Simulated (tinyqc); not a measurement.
From results back to parameters: six-band hole subbands of a thin body in a field. Three cases, with inputs chosen for the exercise.

Problem. Without spin-orbit coupling the masses along a normal n are the inverse eigenvalues of C(n n^T)/c: 1/(g1 - 2 g2) twice and 1/(g1 + 4 g2) on (001); 1/(g1 - 2 g3) twice and 1/(g1 + 4 g3) on (111); on (110) 1/(g1 + g2 - 3 g3), 1/(g1 - 2 g2) and 1/(g1 + g2 + 3 g3). Three masses were computed from hidden g1, g2, g3.

Case 1.

heavy and light mass on (001) (m0): 0.277778  0.177305

heavy mass on (111) = 0.724638 m0

Case 2.

heavy and light mass on (001) (m0): 0.275482  0.176367

heavy mass on (111) = 0.699301 m0

Case 3.

heavy and light mass on (001) (m0): 0.202429  0.032852

heavy mass on (111) = 0.480769 m0

Find: g1, g2, g3; heaviest mass on (110).

Solution. The inverse masses on (001) differ by 6 g2, which gives g2 and g1; g3 = (g1 - 1/m(111))/2.

Case 1.

g1, g2, g3: 4.28  0.34  1.45

heaviest mass on (110) = 3.70 m0

Case 2.

g1, g2, g3: 4.31  0.34  1.44

heaviest mass on (110) = 3.03 m0

Case 3.

g1, g2, g3: 13.44  4.25  5.68

heaviest mass on (110) = 1.54 m0

Computed by tinyqc, one run a case: `OMP_NUM_THREADS=1 python tinyqc.py N N+1 out.jsonl` with N = 1280822, 1280825, 1280847; one thread of a shared Intel(R) Xeon(R) Processor @ 2.30GHz, about 0.4 s a run at most.
